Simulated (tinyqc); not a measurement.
Energy against coordination: Gupta-type many-body potential for a metal. Computed by tinyqc, a small Python program. Command: `OMP_NUM_THREADS=1 python tinyqc.py 3000975 3000976 out.jsonl gupta walk`. One thread of a shared host (Intel(R) Xeon(R) Processor @ 2.30GHz), about 0.01 s of CPU time with the checks.

E_i = sum_j A exp(-p (r_ij/r0 - 1)) - xi rho_i^gamma, with rho_i = sum_j exp(-2 q (r_ij/r0 - 1)); gamma = 1/2 is the tight-binding second-moment form. The crystal is fcc unless stated; d is the neighbour distance and a fixed number of shells is kept.

Inputs (values chosen for the exercise, modelled on gold):

| quantity | value | unit |
|---|---|---|
| repulsion A | 0.208 | eV |
| hopping xi | 1.76 | eV |
| decay p | 10.4 | - |
| decay q | 4.05 | - |
| reference distance r0 | 2.884 | angstrom |
| embedding exponent gamma | 0.5 | - |

Method. Nearest neighbours only, z equal bonds relaxed to their best length: r/r0 = 1 + ln[A p z^(1 - gamma)/(2 q gamma xi)]/(p - 2 q gamma), E = z A exp(-p (r/r0 - 1)) - xi [z exp(-2 q (r/r0 - 1))]^gamma.

Relaxed bonds:

| z | r (angstrom) | E per atom (eV) | E/z (eV) |
|---|---|---|---|
| 1 | 2.3424 | -2.2991 | -2.2991 |
| 2 | 2.4998 | -2.6065 | -1.3033 |
| 3 | 2.5919 | -2.8052 | -0.9351 |
| 4 | 2.6572 | -2.9552 | -0.7388 |
| 6 | 2.7493 | -3.1803 | -0.5301 |
| 8 | 2.8146 | -3.3504 | -0.4188 |
| 9 | 2.8414 | -3.4227 | -0.3803 |
| 12 | 2.9067 | -3.6057 | -0.3005 |

What does the comparison show, and why?

Bonds lengthen from 2.342 to 2.907 angstrom between z = 1 and 12, and |E| grows as z^0.181, the exponent gamma (p - 2q)/(p - 2 q gamma) = 0.181; pair bonds would give z^1 at a fixed length.

Extremes, crossings and ranges named in words are read from the listed rows.
